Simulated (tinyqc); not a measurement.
## Resistance of a source-drain extension with a graded tip: abruptness at a fixed junction position

y runs along the channel, the gate covers y > 0. The doping is N0 for y < y0 and N0 10^(-(y - y0)/la) beyond, uniform over the depth xj. Sheet conductance s(y) = q mu(N) max(N - Nch, 0) xj + (for y > 0) ma Cox Vo, with mu(N) = u0 + (u1 - u0)/(1 + (N/Nr)^au) and Cox = eps0 eox/tox. Current is taken as one-dimensional; depletion of the tip, spreading and the contact are left out. The metallurgical junction lies at yj, where N = Nch.

R_spacer = integral of dy/s from -Ls to 0, R_ov from 0 to yj, R_channel = (Lg - 2 yj)/(ma Cox Vo), R_total = 2 R_spacer + 2 R_ov + R_channel. Electrical length L_eff = ma Cox dR_total/d(1/Vo); R_series = R_total - L_eff/(ma Cox Vo). y0 is moved with la so that yj stays at 8.6470 nm.

Inputs (values chosen for the exercise); mobility law close to that of electrons in silicon: relative permittivity of the gate insulator (close to silicon dioxide) eox = 3.9; insulator thickness tox = 1.2 nm; active doping of the extension far from the gate N0 = 1e20 cm^-3; depth of the extension xj = 28 nm; channel doping Nch = 2.5e18 cm^-3; spacer length Ls = 6 nm; gate overdrive Vo = 0.83 V; mobility of the gate-induced layer ma = 220 cm^2/(V s); mobility at low doping u1 = 1414 cm^2/(V s); mobility at high doping u0 = 68.5 cm^2/(V s); reference doping Nr = 9.2e16 cm^-3; exponent au = 0.711; gate length Lg = 50 nm.

Constants: q = 1.602176634e-19 C, eps0 = 8.8541878128e-14 F/cm where lengths are in cm. Results are converted to the units shown.

The same in every row: yj (nm) = 8.647; R_channel (ohm um) = 62.24.

Result of one run:
```
la (nm/decade),R_spacer (ohm um),R_ov (ohm um),R_total (ohm um),L_eff (nm),R_series (ohm um)
3.1,1.764,5.605,76.98,35.89,8.685
```

What becomes of these results when the lateral abruptness la is changed from 3.1 to 8.4 nm/decade, all else the same?

Result of the changed run:
```
la (nm/decade),R_spacer (ohm um),R_ov (ohm um),R_total (ohm um),L_eff (nm),R_series (ohm um)
8.4,3.129,10.56,89.62,40.43,12.68
```

The whole series:
```
la (nm/decade),R_spacer (ohm um),R_ov (ohm um),R_total (ohm um),L_eff (nm),R_series (ohm um)
1,1.764,3.300,72.37,33.94,7.775
2.1,1.764,4.507,74.79,34.96,8.252
3.1,1.764,5.605,76.98,35.89,8.685
4.2,1.764,6.813,79.40,36.91,9.161
5.2,1.764,7.910,81.59,37.83,9.595
6.3,1.889,9.029,84.08,38.82,10.20
7.3,2.319,9.843,86.57,39.64,11.14
8.4,3.129,10.56,89.62,40.43,12.68
```

As la goes from 1 to 8.4 nm/decade, R_total rises from 72.4 to 89.6 ohm um, R_spacer rises from 1.76 to 3.13 ohm um and R_ov rises from 3.30 to 10.6 ohm um. R_total changes on average by 2.33 ohm um for each nm/decade. L_eff exceeds the metallurgical length by 1.24 nm in the first row and 7.73 nm in the last, since the gate also controls the lightly doped tips.

Program tinyqc, `OMP_NUM_THREADS=1 python tinyqc.py 2282299 2282300 out.jsonl`; Intel Xeon 2.30GHz, shared host, one thread, about 0.03 s.
